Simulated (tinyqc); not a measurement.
What moves the results: band gaps under pressure and temperature from deformation potentials. A value that a table varies takes the place of the one given here.

Murnaghan: V/V0 = (1 + Bp P/B0)^(-1/Bp), B0 = (C11 + 2 C12)/3. Each gap moves by a ln(V/V0) with its volume potential a, and falls with temperature by aV T^2/(T + bV) (Varshni); the two effects are added. No change of phase is considered.

Constants: hc = 1239.841984 eV nm.

Inputs chosen for the exercise (near those of GaAs, the X and L potentials typical of such crystals; shifted at random, so the results belong to these values and not to a real crystal): Eg = 1.498 eV (gap at Gamma to the s-like level at 0 K, 0 GPa); EgX = 2.001 eV (gap to X at 0 K, 0 GPa); EgL = 1.826 eV (gap to L at 0 K, 0 GPa); C11 = 121 GPa; C12 = 56.3 GPa; Bp = 4.5 (pressure derivative of the bulk modulus); aG = -8.48 eV (volume potential of the Gamma gap); aX = 1.75 eV (volume potential of the X gap); aL = -3.22 eV (volume potential of the L gap); aV = (0.543, 0.466, 0.606) meV/K (Varshni alpha of Gamma, X, L); bV = (198, 212, 198) K (Varshni beta of Gamma, X, L); T = 300 K (temperature); P = 5.7 GPa (pressure).

## Gaps against pressure

The last column is the linear form E0 + c1 P for Gamma, c1 = -aG/B0.

Gaps (eV):
```
P (GPa)  ln(V/V0)  Gamma      X      L  lowest  Gamma, linear
0.00       0.0000  1.400  1.919  1.716   Gamma          1.400
1.00      -0.0125  1.506  1.897  1.757   Gamma          1.509
2.00      -0.0243  1.606  1.877  1.795   Gamma          1.618
3.00      -0.0355  1.701  1.857  1.831   Gamma          1.727
4.00      -0.0462  1.792  1.838  1.865   Gamma          1.835
5.00      -0.0564  1.878  1.820  1.898       X          1.944
6.00      -0.0662  1.961  1.803  1.929       X          2.053
7.00      -0.0755  2.040  1.787  1.960       X          2.162
8.00      -0.0845  2.116  1.771  1.988       X          2.271
```

What does this show, and why?

Over 8 GPa Gamma moves by +0.716, L by +0.272 and X by -0.148 eV. The lowest valley changes: Gamma to X between 4.00 and 5.00 GPa, and the fundamental gap peaks at 1.820 eV on these points. The linear form overshoots by 155 meV at the end, because the crystal stiffens; the gap is linear in ln V, not in P.

## Gaps against temperature

At the pressure P; wavelength hc/E of the lowest gap.

Gaps (eV):
```
T (K)   Gamma       X       L  lowest  wavelength (nm)
0      2.0346  1.8903  2.0297       X            655.9
50     2.0291  1.8858  2.0236       X            657.5
100    2.0163  1.8753  2.0094       X            661.1
200    1.9800  1.8450  1.9688       X            672.0
300    1.9364  1.8084  1.9202       X            685.6
400    1.8893  1.7684  1.8676       X            701.1
500    1.8401  1.7266  1.8127       X            718.1
600    1.7896  1.6837  1.7564       X            736.4
```

How do the results move?

From 0 to 100 K the Gamma gap falls by 18.2 meV, from 500 to 600 K by 50.5 meV: quadratic below bV, linear with a slope tending to aV = 0.543 meV/K above. X stays lowest. A pressure of 0.90 GPa, with the slope -aG/B0 at zero pressure, would undo the fall of the Gamma gap from 0 to 300 K.

## What each parameter does

Gaps at P and T. Each row changes one parameter from the base and keeps the others.

Results:
```
case             Gamma (eV)  X (eV)  L (eV)
base                 1.9364  1.8084  1.9202
T = 350 K            1.9132  1.7887  1.8943
C11 = 108.9 GPa      1.9618  1.8031  1.9298
C12 = 61.93 GPa      1.9148  1.8128  1.9120
Bp = 4.95            1.9296  1.8098  1.9176
aG = -7.632 eV       1.8828  1.8084  1.9202
aX = 1.925 eV        1.9364  1.7973  1.9202
aL = -2.898 eV       1.9364  1.8084  1.8999
P = 5.13 GPa         1.8892  1.8181  1.9023
```

What can be read from the table?

The largest shifts from the base row, up to three for each result and ties (the steps differ in size, so this ranks the rows, not the parameters). Gamma (eV): aG -0.0537, P -0.0473, C11 +0.0253; unchanged at the printed digits by aX and aL. X (eV): T -0.0197, aX -0.0111, P +0.0098; unchanged at the printed digits by aG and aL. L (eV): T -0.0259, aL -0.0204, P -0.0180; unchanged at the printed digits by aG and aX.

Computed by tinyqc, a small Python program: `OMP_NUM_THREADS=1 python tinyqc.py 1080583 1080584 out.jsonl` (the numbers bound the seed that draws the inputs); one thread of a shared host (Intel(R) Xeon(R) Processor @ 2.30GHz), about 0.01 s for the whole set of steps.
